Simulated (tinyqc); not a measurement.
Model parameters from four stresses.

Inverse problem. The threshold shift of a transistor under bias-temperature stress follows dV = A (V/V0)^g exp[-(Ea q/kB)(1/T - 1/T0)] (t/1 s)^n. Find n, A, g and Ea.

Inputs (values chosen for the exercise):
```
symbol  value  unit                   meaning
V0          2     V  reference stress voltage
T0        373     K     reference temperature
```

Constants: q = 1.602176634e-19 C, kB = 1.380649e-23 J/K. Results are converted to the units shown.

dV at (V0, T0, 10 s), (V0, T0, 1000 s), (1.7 V, T0, 1000 s) and (V0, 398 K, 1000 s) (mV): [46.468433, 127.98469, 43.078923, 149.64247]

Answer. Each pair differs in one condition, and the logarithm of its ratio gives one exponent.

n = 0.2200
A = 28.00 mV
g = 6.700
Ea = 0.08000 eV

tinyqc, about 0.01 s, one thread, Intel Xeon 2.30GHz (shared host): `OMP_NUM_THREADS=1 python tinyqc.py 2070020 2070021 out.jsonl`
